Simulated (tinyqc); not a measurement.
Strain as a design knob: strained quantum well: band edges, subbands and transparency.

Growth on (001), barriers unstrained: tr(e) = e (2 - nu2), Z = b e (1 + nu2); Ec = Ev + Eg + ac tr(e), E_HH = Ev + av tr(e) + Z, E_LH = Ev + av tr(e) - Z (coupling to the split-off band left out).

Masses along z: me, 1/(g1 - 2 g2) for HH, 1/(g1 + 2 g2) for LH, likewise in the barrier; in the plane me, 1/(g1 + g2) for HH and 1/(g1 - g2) for LH (no mixing, which understates the hole masses away from k = 0). Level n solves k L + 2 atan[(k/m)/(kappa/mb)] = n pi, k = sqrt(m E/c), kappa = sqrt(mb (V - E)/c), c = hbar^2/2m0.

Transparency (Bernard-Duraffourg): Fc - Fv equals the lowest transition energy with n = p, n = sum m/(2 pi c) kB T ln(1 + exp((Fc - E)/kB T)) and p likewise over the listed subbands; c = hbar^2/2m0, 1/angstrom^2 = 1e16/cm^2.

Constants: hbar^2/2m0 = 3.80998211 eV angstrom^2; kB = 8.617333262e-05 eV/K; hc = 1239.841984 eV nm.

Inputs chosen for the exercise (near those of an InGaAs/InP well; shifted at random, so the results belong to these values and not to a real crystal): nu2 = 1.015 (2 C12/C11); Eg = 0.612 eV (unstrained gap of the well); Ev = -0.578 eV (its valence edge); ac = -5.83 eV; av = 1.06 eV (Ev moves by av tr(e)); b = -1.87 eV (shear potential); Egb = 1.354 eV (gap of the barrier); Evb = -0.94 eV (its valence edge); L = 80 angstrom (well width); me = 0.0387 m0 (electron mass); g1 = 15.31 (gamma1); g2 = 6.18 (gamma2); meb = 0.08 m0; g1b = 5.08; g2b = 1.6; T = 350 K (temperature); es = (-0.02, -0.014, -0.008, -0.003, 0, 0.003, 0.007, 0.012) (strains).

Only the strain is changed; the unstrained gap and the masses are kept.

Results:
```
e (%)  wavelength (nm)  top hole  hh1 - lh1 (meV)  n_tr (1e12/cm^2)  share in top
-2.0              1676       hh1              186             0.434          0.72
-1.4              1713       hh1              143             0.437          0.71
-0.8              1751       hh1              100             0.448          0.67
-0.3              1785       hh1               64             0.479          0.58
0.0               1806       hh1               42             0.516          0.49
0.3               1827       hh1               21             0.576          0.37
0.7               1881       lh1               -8             0.637          0.69
1.2               2035       lh1              -45             0.579          0.87
```

n_tr is largest at e = +0.7 % (0.64), where hh1 - lh1 = -8 meV and the top subband holds 69 % of the holes, and smallest, 0.43, at -2.0 and -1.4 %. The top hole level turns from hh to lh, and the light from TE to TM, between +0.3 and +0.7 %. The wavelength runs from 1676 to 2035 nm.

(tinyqc, `OMP_NUM_THREADS=1 python tinyqc.py 1281384 1281385 out.jsonl`, Intel(R) Xeon(R) Processor @ 2.30GHz, 1 thread, shared host, about 0.01 s.)
